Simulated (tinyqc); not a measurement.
Worked calculation: lattice vibrations of a chain. Computed by tinyqc, a small Python program that keeps every step. Command: `OMP_NUM_THREADS=1 python tinyqc.py 29567 29568 out.jsonl` (the two numbers bound the seeds that draw the settings). One thread of a shared host (Intel(R) Xeon(R) Processor @ 2.60GHz), about 0.01 s of CPU time with the checks.

## Dynamical matrix at q = 0.32

A chain moving along its axis:

| atom | mass (u) | spring to the next atom (eV/angstrom^2) |
|---|---|---|
| 1 | 12.4000 | 28.3000 |
| 2 | 59.8000 | 5.7000 |
| 3 | 7.3000 | 19.4000 |
| 4 | 100.9000 | 27.3000 |
| second neighbours | - | 2.6000 |

q is in units of 2 pi/a. A spring k from atom i to atom j, n cells on, adds k to Phi_ii and Phi_jj, -k exp(2 pi i q n) to Phi_ij and the conjugate to Phi_ji (for one atom a cell: 2k (1 - cos 2 pi q n)); D_ij = Phi_ij / sqrt(m_i m_j).

D(q) (eV/(angstrom^2 u)):
```
                 1                2                3                4
1           4.9032          -1.0393  -0.1569+0.2473i   0.3286+0.6983i
2          -1.0393           0.6555          -0.2728  -0.0192+0.0303i
3  -0.1569-0.2473i          -0.2728           4.1507          -0.7148
4   0.3286-0.6983i  -0.0192-0.0303i          -0.7148           0.5144
```

## Frequencies

omega^2 are the eigenvalues; wavenumber = 521.4708 sqrt(eigenvalue) 1/cm.

eigenvalues: 0.1198  0.5288  4.2753  5.2999

wavenumbers (1/cm): 180.5  379.2  1078.2  1200.5

weights |e|^2 of the mass-weighted modes:
```
        mode 1  mode 2  mode 3  mode 4
atom 1  0.0609  0.0113  0.0267  0.9011
atom 2  0.2902  0.6557  0.0124  0.0417
atom 3  0.0260  0.0143  0.9238  0.0360
atom 4  0.6229  0.3187  0.0371  0.0212
```

## Dispersion and heat capacity

C/k_B per atom = mean over q = (j + 1/2)/80, j = 0..39 and all branches of y^2 e^y/(e^y - 1)^2, y = hc wavenumber / k_B T.

Wavenumbers (1/cm):

| q | branch 1 | branch 2 | branch 3 | branch 4 |
|---|---|---|---|---|
| 0.0000 | 0.0000 | 413.8427 | 1070.8030 | 1209.2526 |
| 0.0625 | 38.3329 | 412.3951 | 1071.1749 | 1208.8101 |
| 0.1250 | 75.9914 | 408.0969 | 1072.2479 | 1207.5360 |
| 0.1875 | 112.2620 | 401.1000 | 1073.8939 | 1205.5889 |
| 0.2500 | 146.3243 | 391.7270 | 1075.9023 | 1203.2248 |
| 0.3125 | 177.1079 | 380.6205 | 1077.9906 | 1200.7805 |
| 0.3750 | 202.9820 | 369.0624 | 1079.8302 | 1198.6387 |
| 0.4375 | 221.2291 | 359.5114 | 1081.0982 | 1197.1685 |
| 0.5000 | 228.0413 | 355.6159 | 1081.5514 | 1196.6443 |

Heat capacity:

| T (K) | C/k_B per atom |
|---|---|
| 20 | 0.0375 |
| 50 | 0.0994 |
| 100 | 0.2073 |
| 200 | 0.3721 |
| 300 | 0.4926 |
| 600 | 0.7578 |
| 1200 | 0.9237 |

zero-point energy per atom = 43.4560 meV
